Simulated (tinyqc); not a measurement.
# Worked calculation: Schottky emission and Poole-Frenkel conduction in an insulator, and how to tell them apart

Program tinyqc, `OMP_NUM_THREADS=1 python tinyqc.py 2370021 2370022 out.jsonl`; Intel Xeon 2.30GHz, shared host, one thread, about 0.01 s. Printed values are rounded.

Schottky emission (electrode-limited): J = As T^2 exp[-(pb - b sqrt(F))/Vt], b = sqrt(q/(4 pi eps0 ei)). Poole-Frenkel emission (bulk-limited): J = s0 F exp[-(pt - 2 b sqrt(F))/Vt]. F in V/cm.

Values chosen for this exercise; dielectric values close to those of silicon nitride:
- T = 325 K (temperature)
- ei = 3.86 (high-frequency relative permittivity)
- es = 7.81 (static relative permittivity)
- pt = 0.92 eV (trap depth)
- s0 = 2.2 S/cm (Poole-Frenkel prefactor)
- pb = 1.44 eV (electrode barrier)
- As = 49 A/(cm^2 K^2) (Richardson constant)
- F = 0.4 MV/cm (field)

Constants: q = 1.602176634e-19 C, kB = 1.380649e-23 J/K, Vt = kB T/q, eps0 = 8.8541878128e-14 F/cm where lengths are in cm. Results are converted to the units shown.

## Both currents at one field

Lowerings b sqrt(F) and 2 b sqrt(F); the image-force maximum lies at sqrt(q/(16 pi eps0 ei F)) from the electrode.

Schottky lowering = 122.1553 meV
position of the barrier top = 1.526941 nm
Poole-Frenkel lowering = 244.3106 meV
J, Schottky = 1.897282e-14 A/cm^2
J, Poole-Frenkel = 2.927925e-5 A/cm^2

Injection and bulk transport act in series, so the smaller capacity limits the current: here the electrode, by a factor of 1.54e9.

## Which mechanism made these data

```
point  F (MV/cm)  J (A/cm^2)
0            0.8   2.542e-15
1            1.4   1.863e-14
2           1.99   8.941e-14
3           2.59   3.519e-13
4           3.19    1.19e-12
```

The data come from another sample of the same dielectric, in which one mechanism alone limits the current. Fit straight lines by least squares: ln J on sqrt(F) (Schottky plot, slope b/Vt) and ln(J/F) on sqrt(F) (Poole-Frenkel plot, slope 2 b/Vt), F in V/cm, and read a permittivity from each slope. The right mechanism gives a value near ei, and in any case between ei and es.

slope of the Schottky plot = 0.006896093 (cm/V)^0.5
permittivity read as Schottky = 3.860406
slope of the Poole-Frenkel plot = 0.005350009 (cm/V)^0.5
permittivity read as Poole-Frenkel = 25.65608

Both plots are nearly straight, so straightness decides nothing. Read as Schottky the data give 3.86, which matches ei = 3.86; read as Poole-Frenkel they give 25.7, above even the static value 7.81. The data were made by Schottky emission.
